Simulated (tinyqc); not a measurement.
Scattering rates of a carrier in a spherical band by Fermi's golden rule: one step, computed by the program tinyqc.

All processes here are isotropic or elastic, and the rate listed is the momentum relaxation rate.

Problem. Phonon occupation and screening length. Phonon occupation N_q = 1/(exp(hbar w/(k_B T)) - 1). Debye screening by free carriers of density N_I: L_s = sqrt(eps_s eps_0 k_B T/(e^2 N_I)).

Inputs (values chosen for the exercise, modelled on electrons in silicon):

| quantity | value | unit |
|---|---|---|
| static permittivity eps_s | 11.7 | - |
| phonon energy hbar w | 59.6 | meV |
| ionised impurity density N_I | 1.7e+15 | 1/cm^3 |
| temperature T | 300 | K |

Crystal: non-polar. Band: parabolic. Impurity formula: Brooks-Herring. Further scattering: neutral impurities.

Constants: k_B = 8.617333262e-05 eV/K; eps_0 = 8.8541878128e-12 F/m; k_B = 1.380649e-23 J/K; e = 1.602176634e-19 C.

Give: N_q; screening length L_s.

Solution.

N_q = 0.1108

screening length L_s = 99.16 nm

Above the threshold emission is favoured over absorption by (N_q + 1)/N_q = exp(hbar w/k_B T) = 10.0, apart from the density of final states.
